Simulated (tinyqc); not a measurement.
Piezoresistors in the (001) plane of a cubic crystal: two steps of the calculation.

Plane stress in crystal axes x = [100], y = [010]. First-order piezoresistance: d rho_xx/rho = p11 sxx + p12 syy, d rho_yy/rho = p12 sxx + p11 syy, d rho_xy/rho = p44 sxy; a resistor along d = (cos th, sin th) changes by dR/R = d.(d rho/rho).d. Changes of geometry and second-order terms are left out.

Inputs (values chosen for the exercise); coefficients close to those of lightly doped n-type silicon:

| symbol | value | unit | meaning |
|---|---|---|---|
| p11 | -109 | x 1e-11/Pa | piezoresistive coefficient |
| p12 | 56.8 | x 1e-11/Pa | piezoresistive coefficient |
| p44 | -13.3 | x 1e-11/Pa | piezoresistive coefficient |
| th | 22.5 | deg | angle of the current from [100] |
| Sx | -51 | MPa | stress sxx |
| Sy | -195 | MPa | stress syy |
| St | 67 | MPa | shear stress sxy |
| E | 162 | GPa | Young's modulus along [110] |

Question 1. Change of the resistivity tensor. As in the introduction.

Find: d rho/rho.

Answer 1.

d rho/rho (%):
```
	x	y
x	-5.517	-0.891
y	-0.891	18.358
```

Question 2. Longitudinal and transverse coefficients. For uniaxial stress along or across the current: pL = p11 - (A/2) sin^2(2 th), pT = p12 + (A/2) sin^2(2 th), A = p11 - p12 - p44. Gauge factor along [110]: E (p11 + p12 + p44)/2.

Find: A; pL; pT; gauge factor.

Answer 2.

A = -152.5 x 1e-11/Pa
pL = -70.88 x 1e-11/Pa
pT = 18.68 x 1e-11/Pa
gauge factor = -53.05

tinyqc, about 0.01 s, one thread, Intel Xeon 2.30GHz (shared host): `OMP_NUM_THREADS=1 python tinyqc.py 2530007 2530008 out.jsonl`
